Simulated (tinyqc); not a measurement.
Two-sublattice mean-field magnet: ferrimagnet, compensation points and susceptibility: one step, computed by the program tinyqc. Command: `OMP_NUM_THREADS=1 python tinyqc.py 3019436 3019437 out.jsonl ferri walk`. One thread of a shared host (Intel(R) Xeon(R) Processor @ 2.30GHz), about 0.01 s of CPU time with the checks.

A random alloy A(1-x)B(x) with H = -sum over pairs J S_i.S_j. a = <S_A> and b = <S_B> are taken along z, a > 0. Exchange fields: h_A = (1 - x) zJ_AA a + x zJ_AB b, h_B = (1 - x) zJ_AB a + x zJ_BB b; a = S_A B_(S_A)(S_A h_A/(k_B T)) and likewise for b, with the Brillouin function B_S(y) = [(2S + 1)/(2S)] coth[(2S + 1) y/(2S)] - [1/(2S)] coth[y/(2S)].

Problem. Net moment and spin. Net moment m = (1 - x) g_A a + x g_B b in mu_B per site; net spin s = (1 - x) a + x b. At T = 0, a = S_A and b = -S_B. Effective g = m/s.

Inputs (values chosen for the exercise, for a model ferrimagnet):
```
quantity,value,unit
spin S_A,1.5,-
spin S_B,3.5,-
g factor g_A,2.2,-
g factor g_B,2,-
fraction x of B sites,0.2,-
```

a = 0.9325421

b = -1.715647

Give: net moment m; net spin s; m at T = 0; effective g.

Solution.

net moment m = 0.95502 mu_B

net spin s = 0.40290

m at T = 0 = 1.24 mu_B

effective g = 2.3703

A dominates at T, as at T = 0.
